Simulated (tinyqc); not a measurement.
From a target to a composition: virtual-crystal alloy in the empirical-pseudopotential method. Two cases, with inputs chosen for the exercise.

Problem. The gap from the valence top to the fifth band at L = (1/2,1/2,1/2) is given; it is monotonic in x. Find x.

Empirical pseudopotential on the fcc lattice, atoms at +/- tau, tau = a (1,1,1)/8, no spin-orbit coupling. H(G,G') = c (2 pi/a)^2 |k + G|^2 delta + VS(q) cos(q.tau) + i VA(q) sin(q.tau), q = G - G', c = hbar^2/2m0; k and G in units of 2 pi/a; VS at |q|^2 = 3, 8, 11 and VA at 3, 4, 11, in rydberg, zero elsewhere. At each k the basis holds all G with |k + G|^2 up to 16; energies are counted from the fourth level at Gamma.

Virtual crystal A(1-x)B(x): a = (1 - x) a_A + x a_B. Rule linear: V = (1 - x) V_A + x V_B. Rule volume: V = [(1 - x) a_A^3 V_A + x a_B^3 V_B]/a^3, since a form factor is an atomic potential divided by the cell volume.

Constants: hbar^2/2m0 = 3.80998211 eV angstrom^2; Ry = 13.60569312 eV.

Case 1.

Values chosen (classic local form factors of the size used for GaAs (A) and GaP (B), which place X and L only to a few tenths of an eV; the results hold for these values, not for the real material): a = (5.632, 5.44) angstrom (lattice constants of A, B); VSA = (-0.225, 0.01, 0.059) Ry (symmetric form factors of A); VAA = (0.07, 0.05, 0.009) Ry (antisymmetric form factors of A); VSB = (-0.222, 0.031, 0.072) Ry (symmetric form factors of B); VAB = (0.12, 0.069, 0.019) Ry (antisymmetric form factors of B); rule = linear (mixing rule).

gap to L = 1.81164 eV

Case 2.

Values chosen (classic local form factors of the size used for GaP (A) and InP (B), which place X and L only to a few tenths of an eV; the results hold for these values, not for the real material): a = (5.436, 5.865) angstrom (lattice constants of A, B); VSA = (-0.22, 0.031, 0.071) Ry (symmetric form factors of A); VAA = (0.121, 0.068, 0.021) Ry (antisymmetric form factors of A); VSB = (-0.236, 0.011, 0.059) Ry (symmetric form factors of B); VAB = (0.069, 0.049, 0.011) Ry (antisymmetric form factors of B); rule = volume (mixing rule).

gap to L = 2.37241 eV

Find: x; a.

Solution.

Case 1.

x = 0.22
a = 5.590 angstrom

Bisect on x between the ends, where the gap to L is 1.553 and 2.641 eV; a straight line between them would give x = 0.24.

Case 2.

x = 0.32
a = 5.573 angstrom

Bisect on x between the ends, where the gap to L is 2.548 and 1.985 eV; a straight line between them would give x = 0.31.

Computed by tinyqc, one run a case: `OMP_NUM_THREADS=1 python tinyqc.py N N+1 out.jsonl` with N = 1051349, 1051355; one thread of a shared Intel(R) Xeon(R) Processor @ 2.30GHz, about 0.3 s a run at most.
